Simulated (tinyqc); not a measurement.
# Capacitance measurement on a leaky thin oxide: effects of series resistance and leakage: what changes with what

The device is a capacitance C in parallel with a leakage conductance G, in series with Rs and Ls. An impedance meter reports either a parallel pair (Cp, Gp) from Y = 1/Z = Gp + i w Cp or a series pair (Cs, Rm) from Z = Rm + 1/(i w Cs); w = 2 pi f, dissipation D = Gp/(w |Cp|).

Parameters, values chosen for the exercise; values of the order met in thin-oxide MOS capacitors: relative permittivity of the gate insulator (close to silicon dioxide) eox = 3.9; insulator thickness tox = 1.5 nm; gate area A = 10000 um^2; oxide-equivalent thickness added by the accumulation layer zc = 0.35 nm; oxide-equivalent thickness added by gate depletion zp = 0 nm; gate leakage current density, not matched to the thickness Jg = 0.52 A/cm^2; voltage for an e-fold rise of the leakage Vs = 0.18 V; series resistance Rs = 23 ohm; series inductance Ls = 0 nH; measuring frequency f = 1e6 Hz.

Constants: eps0 = 8.8541878128e-14 F/cm where lengths are in cm. Results are converted to the units shown.

Each table varies one quantity; the others keep the values above.

## Readings against frequency

EOT = 3.9 tox/eox; CET = EOT + zc + zp; C = 3.9 eps0 A/CET; G = Jg A/Vs. Z = Rs + i w Ls + 1/(G + i w C); CET read from Cp = 3.9 eps0 A/Cp; errors under 0.001 % are printed as 0.

The same in every row: C (pF) = 186.7.

Readings against frequency:
```
f (Hz),Cp (pF),Cs (pF),D,error of Cp (%),error of Cs (%),CET read from Cp (nm)
1000,184.2,1.133e7,248.0,-1.32,6.07e6,1.875
3000,184.2,1.259e6,82.65,-1.32,6.74e5,1.875
10000,184.2,1.134e5,24.80,-1.32,6.07e4,1.875
30000,184.2,1.277e4,8.266,-1.32,6740,1.875
1e5,184.2,1319,2.482,-1.32,607,1.875
3e5,184.2,312.5,0.8346,-1.32,67.4,1.875
1e6,184.1,198.0,0.2749,-1.39,6.07,1.876
3e6,183.0,187.9,0.1636,-1.95,0.674,1.887
1e7,171.9,186.8,0.2945,-7.93,0.0607,2.009
3e7,111.9,186.7,0.8175,-40.1,6.74e-3,3.086
```

D goes from 248 through a minimum of 0.164 (at f = 3e6 Hz among the rows listed) to 0.817; without inductance its minimum lies at f = sqrt(G (1 + G Rs)/Rs)/(2 pi C) = 3.03e6 Hz. The error of Cp goes from -1.32 to -40.1 % and that of Cs from 6.07e6 to 0.00674 %; at low frequency Cp tends to C/(1 + G Rs)^2 and Cs grows as 1 + (G/(w C))^2. One of the two readings is within 2 % of C for f = 1000, 3000, 10000, 30000, 1e5, 3e5, 1e6, 3e6, 1e7, 3e7 Hz. For f = 1000, 3000, 10000, 30000, 1e5 D exceeds 1, where the accuracy of real meters degrades in proportion to sqrt(1 + D^2).

## Effect of the series resistance

Same model as above.

The same in every row: C (pF) = 186.66; Cs (pF) = 197.98.

Effect of the series resistance:
```
Rs (ohm),Cp (pF),D,error of Cp (%),error of Cs (%),CET read from Cp (nm)
1,186.55,0.24757,-0.0579,6.07,1.8511
3,186.33,0.25006,-0.174,6.07,1.8532
10,185.56,0.25877,-0.589,6.07,1.8610
30,183.24,0.28364,-1.83,6.07,1.8845
100,174.06,0.37072,-6.75,6.07,1.9839
300,143.07,0.61951,-23.4,6.07,2.4136
1000,61.467,1.4903,-67.1,6.07,5.6179
3000,11.766,3.9782,-93.7,6.07,29.347
```

As Rs goes from 1 to 3000, the error of Cp goes from -0.0579 to -93.7 %, that of Cs from 6.07 to 6.07 %, and D rises from 0.248 to 3.98. The CET read from Cp goes from 1.85 to 29.3 nm against the true 1.85 nm. Rs does not enter the imaginary part of Z, so Cs does not depend on it. For Rs = 1000, 3000 D exceeds 1, where the accuracy of real meters degrades in proportion to sqrt(1 + D^2).

Program tinyqc, `OMP_NUM_THREADS=1 python tinyqc.py 2022171 2022172 out.jsonl`; Intel Xeon 2.30GHz, shared host, one thread, about 0.01 s.
